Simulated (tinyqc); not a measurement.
## Hole mobility in a silicon inversion layer, empirical terms and Matthiessen rule: effect of the temperature

Inversion layer of sheet density Ns on a uniformly doped body. The mobility terms are empirical power laws with prefactors chosen for the exercise; adding their inverses (Matthiessen) is itself an approximation.

Nc and Nv are given at 250 K and scale as (T/250 K)^1.5; Eg is fixed. ni = sqrt(Nc Nv) exp(-Eg/(2 Vt)), Eg in volts; Ndep = sqrt(2 eps0 eps_r Nb (2 Vt ln(Nb/ni) + Vsb)/q); E = q (Ndep + eta Ns)/(eps0 eps_r), in MV/cm. With t = T/(300 K): muC = Ac (Ns/1e12 cm^-2) t/(Nb/1e17 cm^-3 + Nit/1e11 cm^-2), muP = Ap E^(-1/3) t^(-1.75), muS = As E^(-gs); 1/mu is the sum of the inverses.

Values chosen for this exercise; material values close to those of silicon: band gap Eg = 1.11 eV; relative permittivity of the semiconductor eps_r = 11.5; conduction-band density of states at the reference temperature Nc = 2.1e19 cm^-3; valence-band density of states at the reference temperature Nv = 2e19 cm^-3; body doping Nb = 2.5e17 cm^-3; reverse body bias Vsb = 0.6 V; weight of the inversion charge in the effective field eta = 0.3333; phonon-limited mobility at 1 MV/cm and 300 K Ap = 143 cm^2/(V s); roughness-limited mobility at 1 MV/cm As = 393 cm^2/(V s); exponent of the roughness term gs = 1; Coulomb prefactor Ac = 2100 cm^2/(V s); charge at the interface Nit = 1.6e10 cm^-2; inversion density Ns = 1e12 cm^-2.

Constants: q = 1.602176634e-19 C, kB = 1.380649e-23 J/K, Vt = kB T/q, eps0 = 8.8541878128e-14 F/cm where lengths are in cm. Results are converted to the units shown.

Results:
```
T (K)  E (MV/cm)  muC (cm^2/(V s))  muP (cm^2/(V s))  muS (cm^2/(V s))  mu (cm^2/(V s))
120      0.41183            315.79            955.34            954.29           190.07
160      0.40801            421.05            579.25            963.21           194.57
200      0.40386            526.32            393.33            973.11           182.81
250      0.39827            657.89            267.41            986.76           159.41
300      0.39229            789.47            195.34            1001.8           135.43
400      0.37926            1052.6            119.41            1036.2           97.187
450      0.37224            1184.2            97.777            1055.8           83.202
```

Estimate the missing row, T = 350 K.

Computed row:
```
T (K)  E (MV/cm)  muC (cm^2/(V s))  muP (cm^2/(V s))  muS (cm^2/(V s))  mu (cm^2/(V s))
350      0.38595            921.05            149.97            1018.3           114.47
```

With this row back in the table: As T goes from 120 to 450 K, E falls from 0.412 to 0.372 MV/cm and mu goes from 190 through a maximum of 195 (at T = 160 K among the rows listed) to 83.2 cm^2/(V s). The smallest term is the Coulomb one in the first row and the phonon one in the last. Coulomb scattering weakens and phonon scattering grows with T, hence the maximum. For T = 120 to 160 K dopant freeze-out and degenerate screening, left out here, matter.

Computed by the program tinyqc: `OMP_NUM_THREADS=1 python tinyqc.py 2510159 2510160 out.jsonl`, one thread of a shared Intel Xeon 2.30GHz, about 0.01 s for the whole run.
